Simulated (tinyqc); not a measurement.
Worked calculation: plane-wave Kohn-Sham cycle with exchange-only LDA in a layered model solid. One step of it, computed by the program tinyqc.

Problem. Iteration 1: levels at that k. Diagonalise the Hermitian matrix.

H (hartree), lower triangle:
```
,-3,-2,-1,+0,+1,+2,+3
-3,0.293983
-2,-0.265000,0.016755
-1,0.070000,-0.265000,-0.137260
+0,0.000000,0.070000,-0.265000,-0.168063
+1,0.000000,0.000000,0.070000,-0.265000,-0.075654
+2,0.000000,0.000000,0.000000,0.070000,-0.265000,0.139967
+3,0.000000,0.000000,0.000000,0.000000,0.070000,-0.265000,0.478801
```

Give: eigenvalues.

Solution.

eigenvalues (hartree): -0.5050  -0.3576  -0.1665  0.0499  0.2815  0.5474  0.6987
